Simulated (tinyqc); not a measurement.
Non-radiative capture by multiphonon emission, one effective mode: one step, computed by the program tinyqc.

The initial state (free carrier plus empty centre) lies dE above the final state; both have the same frequency and are displaced by dQ.

Problem. Geometry of the two curves. dQ = sqrt(2 S (hbar^2/u)/hbar omega); relaxation energy lambda = S hbar omega; phonons needed P = dE/hbar omega; classical barrier E_b = (dE - lambda)^2/(4 lambda); occupation n = 1/(exp(hbar omega/k_B T) - 1).

Inputs (values chosen for the exercise, with mass, screening and phonons like those of diamond):

| quantity | value | unit |
|---|---|---|
| energy released dE | 2.48 | eV |
| phonon energy hbar omega | 117 | meV |
| Huang-Rhys factor S | 8.18 | - |
| temperature T | 200 | K |

Centre: repulsive.

Constants: hbar^2/u = 4.18015928e-03 eV angstrom^2; k_B = 8.617333262e-05 eV/K.

Give: dQ; lambda; P; classical barrier E_b; occupation n.

Solution.

dQ = 0.7645 u^(1/2) angstrom

lambda = 0.95706 eV

P = 21.20

classical barrier E_b = 0.6059 eV

occupation n = 0.001128

dE exceeds lambda: the inverted case usual for deep centres, in which the curves cross on the far side of the initial minimum.
